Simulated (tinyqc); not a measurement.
Surface potential of a MOS transistor: implicit equation and explicit approximations: one step of the calculation.

p-type body, charge-sheet picture, depletion and inversion only, full ionisation (an idealisation for deep acceptors), Boltzmann statistics (rough once Na exp(x - xn) passes about Nc/7). In units of Vt: xg = (Vg - Vfb)/Vt, x = psi/Vt, G = gamma/sqrt(Vt), xn = (2 phiF + Vc)/Vt. The implicit equation is (xg - x)^2 = G^2 [x - 1 + exp(x - xn)] for x above about 3. Cox = eps0 eox/tox.

Question. Scales. ni = sqrt(Nc Nv) exp(-Eg/(2 Vt)), Eg in volts; phiF = Vt ln(Na/ni); gamma = sqrt(2 q eps0 eps_r Na)/Cox; VT = Vfb + Vt (xn + G sqrt(xn - 1)).

Inputs (values chosen for the exercise); band and dielectric values close to those of silicon:
- T = 300 K (temperature)
- Eg = 1.1 eV (band gap)
- eps_r = 11.6 (relative permittivity)
- Nc = 2.76e19 cm^-3 (conduction-band density of states at T)
- Nv = 2.65e19 cm^-3 (valence-band density of states at T)
- eox = 3.9 (relative permittivity of the gate insulator (close to silicon dioxide))
- tox = 1.8 nm (insulator thickness)
- Na = 1.3e17 cm^-3 (acceptor density)
- Vfb = -0.72 V (flat-band voltage)
- Vc = 0 V (channel-body voltage)
- Vg = -0.1 V (gate-body voltage)

Constants: q = 1.602176634e-19 C, kB = 1.380649e-23 J/K, Vt = kB T/q, eps0 = 8.8541878128e-14 F/cm where lengths are in cm. Results are converted to the units shown.

Give: phiF; gamma; G; xn; VT; xg.

Answer.

phiF = 0.41201 V
gamma = 0.10782 V^0.5
G = 0.67059
xn = 31.874
VT = 0.20035 V
xg = 23.983

Program tinyqc, `OMP_NUM_THREADS=1 python tinyqc.py 2122074 2122075 out.jsonl`; Intel Xeon 2.30GHz, shared host, one thread, about 0.01 s.
